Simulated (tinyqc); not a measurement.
On-chip power grid, static voltage drop by conjugate gradients: two steps of the calculation.

A grid of 4 rows and 4 columns, node k = 4 row + column. Neighbours in a row are joined by Rx, in a column by Ry; pad nodes, which reach the supply through Rp: 0, 12. Each node draws I0, node 1 draws kh I0. The drops u = Vdd - V solve G u = i, with G the conductance matrix (1/Rp added on the diagonal at pad nodes).

Values chosen for this exercise:
```
symbol  value  unit                                   meaning
Rx       0.26   ohm        resistance of a horizontal segment
Ry        1.7   ohm          resistance of a vertical segment
Rp       0.28   ohm  resistance from a pad node to the supply
I0        1.6    mA          load current of an ordinary node
kh          5              factor on the load at the hot node
```

Question 1. Diagonal of G, loads and first direction. G_kk = sum of the conductances at node k. Start u = 0, so the residual is r = i; z = r/G_kk (Jacobi preconditioner), p = z.

Give: G_kk; r at the start; p at the start.

Answer 1.

G_kk (S):
```
,col 0,col 1,col 2,col 3
row 0,8.0058,8.2805,8.2805,4.4344
row 1,5.0226,8.8688,8.8688,5.0226
row 2,5.0226,8.8688,8.8688,5.0226
row 3,8.0058,8.2805,8.2805,4.4344
```

r at the start (mA):
```
,col 0,col 1,col 2,col 3
row 0,1.6000,8.0000,1.6000,1.6000
row 1,1.6000,1.6000,1.6000,1.6000
row 2,1.6000,1.6000,1.6000,1.6000
row 3,1.6000,1.6000,1.6000,1.6000
```

p at the start (mV):
```
,col 0,col 1,col 2,col 3
row 0,0.19985,0.96612,0.19322,0.36082
row 1,0.31856,0.18041,0.18041,0.31856
row 2,0.31856,0.18041,0.18041,0.31856
row 3,0.19985,0.19322,0.19322,0.36082
```

Question 2. Conjugate-gradient step. q = G p; with z = r/G_kk: a = (r.z)/(p.q); u(new) = u + a p; r(new) = r - a q; b = (r.z)(new)/(r.z); p(new) = z(new) + b p.

u at the start (mV):
```
,col 0,col 1,col 2,col 3
row 0,0,0,0,0
row 1,0,0,0,0
row 2,0,0,0,0
row 3,0,0,0,0
```

r at the start (mA):
```
,col 0,col 1,col 2,col 3
row 0,1.6,8,1.6,1.6
row 1,1.6,1.6,1.6,1.6
row 2,1.6,1.6,1.6,1.6
row 3,1.6,1.6,1.6,1.6
```

p at the start (mV):
```
,col 0,col 1,col 2,col 3
row 0,0.19985466,0.96612022,0.19322404,0.36081633
row 1,0.31855856,0.18040816,0.18040816,0.31855856
row 2,0.31855856,0.18040816,0.18040816,0.31855856
row 3,0.19985466,0.19322404,0.19322404,0.36081633
```

Wanted: q; a; u after iteration 1; r after iteration 1; b; p after iteration 1.

Answer 2.

q (mA):
```
,col 0,col 1,col 2,col 3
row 0,-2.3032,6.3820,-3.6097,0.6694
row 1,0.6012,-0.9935,-0.5389,0.5065
row 2,0.6012,-0.5389,-0.5389,0.5065
row 3,0.6694,-0.0180,-0.6370,0.6694
```

a = 2.3798

u after iteration 1 (mV):
```
,col 0,col 1,col 2,col 3
row 0,0.4756,2.2992,0.4598,0.8587
row 1,0.7581,0.4293,0.4293,0.7581
row 2,0.7581,0.4293,0.4293,0.7581
row 3,0.4756,0.4598,0.4598,0.8587
```

r after iteration 1 (mA):
```
,col 0,col 1,col 2,col 3
row 0,7.081,-7.188,10.191,0.007
row 1,0.169,3.964,2.882,0.395
row 2,0.169,2.882,2.882,0.395
row 3,0.007,1.643,3.116,0.007
```

b = 2.2867

p after iteration 1 (mV):
```
,col 0,col 1,col 2,col 3
row 0,1.3415,1.3411,1.6725,0.8266
row 1,0.7621,0.8595,0.7375,0.8070
row 2,0.7621,0.7375,0.7375,0.8070
row 3,0.4579,0.6402,0.8182,0.8266
```

Computed by the program tinyqc: `OMP_NUM_THREADS=1 python tinyqc.py 2770168 2770169 out.jsonl`, one thread of a shared Intel Xeon 2.30GHz, about 0.1 s for the whole run.
